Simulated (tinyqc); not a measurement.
Averaged masses of warped heavy- and light-hole bands, step by step. Values are carried at full precision from step to step, so a last printed digit may differ when a step is redone from the rounded ones.

Constants: Ry = 13.60569312 eV; a0 (Bohr radius) = 0.5291772105 angstrom; kB = 8.617333262e-05 eV/K; hbar^2/2m0 = 3.80998211 eV angstrom^2.

Inputs chosen for the exercise (near those of Ge; shifted at random, so the results belong to these values and not to a real crystal): g1 = 13.38 (Luttinger gamma1); g2 = 4.23 (gamma2); g3 = 5.65 (gamma3); eps = 16.07 (dielectric constant); mso = 0.091 m0 (split-off mass); Dso = 0.29 eV (spin-orbit splitting); T = 400 K (temperature).

## Other forms of the parameters

Dresselhaus-Kip-Kittel form E = c [A k^2 -/+ sqrt(B^2 k^4 + C^2 (kx^2 ky^2 + ky^2 kz^2 + kz^2 kx^2))] with A = g1, B = 2 g2, C^2 = 12 (g3^2 - g2^2). Spherical form: mu = (6 g3 + 4 g2)/(5 g1), delta = (g3 - g2)/g1, masses 1/(g1 (1 -/+ mu)). Effective rydberg R* = Ry/(g1 eps^2) and radius a* = a0 g1 eps.

A, B, |C|: 13.380  8.460  12.975

mu, delta: 0.7596  0.1061

spherical masses, heavy and light (m0): 0.3109  0.0425

R* = 3.94 meV
a* = 113.8 angstrom

delta/mu = 0.14 measures the warping against the spherical splitting.

## Masses along six directions

Four-band hole energies E = c k^2 f(u), c = hbar^2/2m0, f = g1 -/+ 2 sqrt(g2^2 + 3 (g3^2 - g2^2) s), s = ux^2 uy^2 + uy^2 uz^2 + uz^2 ux^2 for the unit vector u; minus for heavy, plus for light holes; the mass along u is 1/f.

Give s and both masses.

Masses (m0):
```
direction        s   heavy   light
[100]      0.00000  0.2033  0.0458
[110]      0.25000  0.3678  0.0416
[111]      0.33333  0.4808  0.0405
[310]      0.09000  0.2459  0.0441
[221]      0.29630  0.4238  0.0410
[321]      0.25000  0.3678  0.0416
```

The heavy mass grows by a factor of 2.37 from [100] to [111] while the light one shrinks by 12 %; 1/m_heavy + 1/m_light = 2 g1 in every direction.

## Density-of-states masses from three directions

m_d^(3/2) is the angular mean of m(u)^(3/2). The rule mean = (10 F[100] + 16 F[110] + 9 F[111])/35 is exact for cubic harmonics up to sixth order. Total m_d = (m_h^(3/2) + m_l^(3/2))^(2/3).

m^(3/2):
```
direction    heavy    light
[100]      0.09163  0.00980
[110]      0.22306  0.00848
[111]      0.33335  0.00816
```

m_d heavy, light (m0): 0.3576  0.0425

total = 0.3673 m0
share of light holes = 3.9 %

## Averages on a grid

Grid: n x n midpoints in cos(theta) from 0 to 1 and phi from 0 to pi/2, equal weights. m_d = <f^(-3/2)>^(2/3). Conductivity mass for one scattering time: 1/m_c = <|w|^2 f^(-5/2)>/<f^(-3/2)> with w = grad_k(k^2 f)/(2 k), that is |w|^2 = f^2 + |angular gradient of f|^2/4.

Use n = 40.

m_d heavy, light (m0): 0.3381  0.0424

m_c heavy, light (m0): 0.2731  0.0422

The three-direction rule differs from the grid by +5.78 % for heavy holes. Warping makes m_c of the heavy holes 19 % smaller than m_d; on a sphere the two are equal.

## Effective density of states

Nv = 2 (kT/(4 pi c))^(3/2) [m_h^(3/2) + m_l^(3/2) + mso^(3/2) exp(-Dso/kT)], c = hbar^2/2m0, parabolic bands, m_h and m_l the density-of-states masses from the grid; 1 angstrom^-3 = 1e24 cm^-3.

prefactor = 3.8635e+19 cm^-3

the three terms: 0.19659  0.00873  0.00001

Nv = 7.933e+18 cm^-3

shares (%): 95.7  4.3  0.0

kT/Dso = 0.12, small enough for the four-band form.

## Checks

- m_d and m_c of heavy holes for g2 = g3 against 1/(g1 - 2 g3): they agree to 1e-10 or better.
- m_d of heavy holes on grids of 40 and 160: both 0.3381.

Program tinyqc; command `OMP_NUM_THREADS=1 python tinyqc.py 1050637 1050638 out.jsonl`; about 0.03 s on one thread of a shared Intel(R) Xeon(R) Processor @ 2.30GHz.
